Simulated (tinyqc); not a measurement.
From results back to parameters: Weaire-Thorpe hybrids on a Bethe lattice: gap and dangling bond of an amorphous tetrahedral solid. Two cases, with inputs chosen for the exercise.

Problem. In the Weaire-Thorpe model the two p-like peaks lie at -V2 + V1 and V2 + V1, and the guaranteed gap is 2 V2 - 4 V1. The peak positions come from hidden V1 and V2.

Find: V1, V2; guaranteed gap; lowest possible level -3 V1 - V2.

Method. The mean of the peaks is V1 and half their distance V2.

Case 1.

peaks (eV): bonding -2.490, antibonding 6.290

Solution.

V1, V2 (eV): 1.90  4.39

guaranteed gap = 1.18 eV
lowest possible level -3 V1 - V2 = -10.09 eV

Case 2.

peaks (eV): bonding -2.470, antibonding 5.990

Solution.

V1, V2 (eV): 1.76  4.23

guaranteed gap = 1.42 eV
lowest possible level -3 V1 - V2 = -9.51 eV

Computed by tinyqc, one run a case: `OMP_NUM_THREADS=1 python tinyqc.py N N+1 out.jsonl` with N = 1451269, 1451368; one thread of a shared Intel(R) Xeon(R) Processor @ 2.30GHz, about 0.03 s a run at most.
